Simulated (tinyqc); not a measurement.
Specific resistance of a metal-semiconductor contact and its transmission-line measurement: one step, computed by the program tinyqc.

The barrier is parabolic (depletion approximation), energies E are normal energies counted from the band edge in the neutral semiconductor (downwards for holes), and the bias is zero. xi is an input, held fixed when other inputs move.

Task: Tunnelling energy and barrier. E_00 = (e hbar/2) sqrt(N/(eps eps_0 m)); band bending E_b = phi_B + xi; depletion width w = sqrt(2 eps eps_0 E_b/(e^2 N)).

Inputs (values chosen for the exercise, modelled on n-type GaAs):
```
quantity                                           value    unit
tunnelling mass m                                  0.062     m_0
permittivity eps                                    12.9       -
barrier height phi_B                                0.79      eV
doping N                                         2.1e+19  1/cm^3
Fermi level above the band edge in the bulk, xi     0.35      eV
temperature T                                        200       K
```

Image-force lowering: left out.

Constants: hbar = 1.054571817e-34 J s; eps_0 = 8.8541878128e-12 F/m; m_0 = 9.1093837015e-31 kg; k_B = 8.617333262e-05 eV/K; e = 1.602176634e-19 C.

Give: E_00; E_00/k_B T; depletion width; barrier used, above the bulk band edge.

Result:

E_00 = 95.14 meV

E_00/k_B T = 5.520

depletion width = 8.798 nm

barrier used, above the bulk band edge = 1.14 eV

By the usual rule this is field emission (E_00 > 5 k_B T).
